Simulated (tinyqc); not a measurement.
# Energy and delay of logic against supply voltage: energy and delay against supply voltage

One expression serves below and above threshold: I(Vg) = Ik [ln(1 + exp((Vg - VT + dd V)/(al nf Vt)))]^al, with I_on = I(V) and I_off = I(0). Gate delay td = kd C V/I_on, clock period LD td. Per gate and cycle the switching energy is act C V^2 and the leakage energy I_off V LD td. No short-circuit current, no variation. Minima are sought above 0.09 V; below a few Vt gates no longer switch and the model has no meaning.

EDP = energy times td.

Values chosen for this exercise; values of the order met in logic technologies:
- T = 250 K (temperature)
- VT = 0.24 V (threshold voltage at zero drain bias)
- nf = 1.14 (slope factor)
- dd = 0.03 (barrier lowering per volt of supply)
- Ik = 1 uA (specific current of a gate)
- al = 1.29 (exponent of the current law)
- C = 0.54 fF (load capacitance of a gate)
- kd = 0.9 (delay factor)
- LD = 40 (logic depth)
- act = 0.05 (activity factor)

Constants: q = 1.602176634e-19 C, kB = 1.380649e-23 J/K, Vt = kB T/q. Results are converted to the units shown.

Results:
```
V (V)  I_on (uA)  I_off (nA)  td (ps)  switching (aJ)  leakage (aJ)  energy (aJ)  EDP (fJ ps)
0.15     0.02949     0.06845     2472          0.6075         1.015        1.623        4.011
0.27       1.637     0.07925    80.16           1.968       0.06861        2.037       0.1633
0.38       7.539     0.09065    24.50           3.899       0.03375        3.933      0.09634
0.5        16.24      0.1050    14.96           6.750       0.03140        6.781       0.1014
0.62       26.22      0.1215    11.49           10.38       0.03463        10.41       0.1197
0.73       36.21      0.1390    9.798           14.39       0.03976        14.43       0.1414
0.85       47.86      0.1609    8.631           19.51       0.04722        19.55       0.1688
1.08       72.02      0.2131    7.287           31.49       0.06708        31.56       0.2300
1.2        85.45      0.2467    6.825           38.88       0.08081        38.96       0.2659
```

Estimate the missing row, V = 0.97 V.

Computed row:
```
V (V)  I_on (uA)  I_off (nA)  td (ps)  switching (aJ)  leakage (aJ)  energy (aJ)  EDP (fJ ps)
0.97       60.19      0.1863    7.832           25.40       0.05661        25.46       0.1994
```

With this row back in the table: td falls from 2470 to 6.83 ps; the energy rises from 1.62 to 39.0 aJ and the EDP goes from 4.01 through a minimum of 0.0963 (at V = 0.38 V among the rows listed) to 0.266 fJ ps. The exact minima lie at V = 0.187 V for the energy and 0.409 V for the EDP. Going from 1.2 V to the energy minimum saves a factor of 29.4 in energy and costs a factor of 106 in delay. Below the minimum the leakage energy rises faster than the switching energy falls, because the clock period grows so steeply.

Program tinyqc, `OMP_NUM_THREADS=1 python tinyqc.py 2082122 2082123 out.jsonl`; Intel Xeon 2.30GHz, shared host, one thread, about 0.01 s.
